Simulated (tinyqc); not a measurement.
Inside a calculation. Method: one-electron ion in a basis of Gaussians. One step of it, computed by the program tinyqc.

Problem. Matrices over normalised Gaussians. With p = a_i + a_j and I(k) = Gamma((k+1)/2) / (2 p^((k+1)/2)): S = I(2l+2), T = (2l+3) a_i a_j S / p, V = -Z I(2l+1), each divided by sqrt(S_ii S_jj).

exponents of r^l exp(-a r^2) (1/bohr^2): 0.527600  2.322000  10.220000  44.980000  198.000000  871.400000

Z = 2

l = 0

Give: S; T; V.

Solution.

S:
```
       1      2      3      4      5      6
1  1.000  0.685  0.284  0.099  0.033  0.011
2  0.685  1.000  0.685  0.284  0.099  0.033
3  0.284  0.685  1.000  0.685  0.284  0.099
4  0.099  0.284  0.685  1.000  0.685  0.284
5  0.033  0.099  0.284  0.685  1.000  0.685
6  0.011  0.033  0.099  0.284  0.685  1.000
```

T (hartree):
```
       1      2       3       4        5         6
1  0.791  0.883   0.428   0.155    0.052     0.017
2  0.883  3.483   3.886   1.882    0.682     0.230
3  0.428  3.886  15.330  17.106    8.281     3.002
4  0.155  1.882  17.106  67.470   75.281    36.445
5  0.052  0.682   8.281  75.281  297.000   331.406
6  0.017  0.230   3.002  36.445  331.406  1307.100
```

V (hartree):
```
        1       2        3        4        5        6
1  -2.318  -2.608   -2.102   -1.508   -1.051   -0.727
2  -2.608  -4.863   -5.472   -4.409   -3.164   -2.204
3  -2.102  -5.472  -10.203  -11.480   -9.249   -6.637
4  -1.508  -4.409  -11.480  -21.405  -24.084  -19.404
5  -1.051  -3.164   -9.249  -24.084  -44.909  -50.530
6  -0.727  -2.204   -6.637  -19.404  -50.530  -94.213
```
